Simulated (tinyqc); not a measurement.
Surface potential of a MOS transistor: implicit equation and explicit approximations: one step of the calculation.

p-type body, charge-sheet picture, depletion and inversion only, full ionisation (an idealisation for deep acceptors), Boltzmann statistics (rough once Na exp(x - xn) passes about Nc/7). In units of Vt: xg = (Vg - Vfb)/Vt, x = psi/Vt, G = gamma/sqrt(Vt), xn = (2 phiF + Vc)/Vt. The implicit equation is (xg - x)^2 = G^2 [x - 1 + exp(x - xn)] for x above about 3. Cox = eps0 eox/tox.

Task. Potential, charges and gate control. psi = Vt x; N_dep = Cox Vt G sqrt(x - 1)/q; N_inv = (Cox Vt G/q) [sqrt(x - 1 + exp(x - xn)) - sqrt(x - 1)]; dpsi/dVg = 1/[1 + G^2 (1 + exp(x - xn))/(2 (xg - x))].

Values chosen for this exercise; band and dielectric values close to those of silicon: temperature T = 250 K; relative permittivity of the gate insulator (close to hafnium oxide) eox = 21.4; insulator thickness tox = 36 nm; channel-body voltage Vc = 0 V.

Constants: q = 1.602176634e-19 C, kB = 1.380649e-23 J/K, Vt = kB T/q, eps0 = 8.8541878128e-14 F/cm where lengths are in cm. Results are converted to the units shown.

converged x = 23.160710
G = 0.99630740
xn = 37.435559
xg = 27.850843

Find: psi; N_dep; N_inv; dpsi/dVg.

Result.

psi = 0.4990 V
N_dep = 3.319e11 cm^-2
N_inv = 4731 cm^-2
dpsi/dVg = 0.9043

psi lies 14 Vt below 2 phiF + Vc.

Numbers from tinyqc (`OMP_NUM_THREADS=1 python tinyqc.py 2122025 2122026 out.jsonl`; about 0.01 s on one thread of a shared Intel Xeon 2.30GHz).
